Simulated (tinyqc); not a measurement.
Phase shift across the band: Koster-Slater impurity in a tight-binding band, by Green functions and by supercells. Computed by tinyqc, a small Python program. Command: `OMP_NUM_THREADS=1 python tinyqc.py 3016092 3016093 out.jsonl kosterslater walk`. One thread of a shared host (Intel(R) Xeon(R) Processor @ 2.30GHz), about 0.07 s of CPU time with the checks.

One orbital per site, e(k) = -2 t sum cos(k_i) over 3 direction(s), band from -6 t to 6 t, lattice constant 1. One site has the extra energy U. Spin is left out.

Inputs (values chosen for the exercise, for a model band): hopping t = 0.39 eV; impurity potential U = 1.98 eV; broadening eta = 0.039 eV.

Lattice: simple cubic.

Method:
- Outside the band G0(E) = (1/pi) int_0^pi dk (2/(pi z)) K(16 t^2/z^2), z = E + 2 t cos k, K the complete elliptic integral with parameter m; 200 Gauss-Legendre points.
- A bound state solves 1/U = G0(E).
- Bisection in ln(distance from the edge) between 1e-5 t and |U| + t. Weight on the impurity site: -1/(U^2 dG0/dE), by a central difference with step min(1e-4 t, distance/30). Decay length along an axis: 1/arccosh(1 + distance/(2 t)).
- Inside the band G0(z), z = E + i eta, comes from the chain form 1/(sqrt(y - 2t) sqrt(y + 2t)) (principal roots) at y = z + 2 t cos k + 2 t cos k', averaged over k and k' in (0, pi) with 200 Gauss-Legendre points each.
- delta/pi = -arg(1 - U G0)/pi counts the states added below E (Friedel); host DOS = -Im G0/pi, DOS on the impurity = -Im[G0/(1 - U G0)]/pi; 13 evenly spaced energies from -(band edge + |U| + 2t) to +(band edge + |U| + 2t).

distance from the band edge = 0.174855 eV

level E_b = 2.51485 eV

Across the spectrum:
```
E (eV)  Re G0 (1/eV)  host DOS (1/eV)  DOS on the impurity (1/eV)  delta/pi
-5.10       -0.20363          0.00054                      0.0003  -0.00076
-4.25       -0.24898          0.00082                      0.0004  -0.00109
-3.40       -0.32370          0.00147                      0.0005  -0.00177
-2.55       -0.49074          0.00453                      0.0012  -0.00455
-1.70       -0.69015          0.10668                      0.0177  -0.08702
-0.85       -0.74659          0.28903                      0.0308  -0.19977
0.00         0.00000          0.35832                      0.0600  -0.36576
0.85         0.74659          0.28903                      0.0835  -0.58276
1.70         0.69015          0.10668                      0.1856  -0.66062
2.55         0.49074          0.00453                      2.8375  -0.24930
3.40         0.32370          0.00147                      0.0114  -0.00808
4.25         0.24898          0.00082                      0.0032  -0.00320
5.10         0.20363          0.00054                      0.0015  -0.00178
```

delta/pi starts and ends near zero (-0.001 and -0.002): the impurity moves states but creates none. delta/pi is negative in the band, down to -0.66 among these rows (-1 just below the level for small eta), and the lost state returns at the level above the band (2.515 eV).

Extremes, crossings and ranges named in words are read from the listed rows.
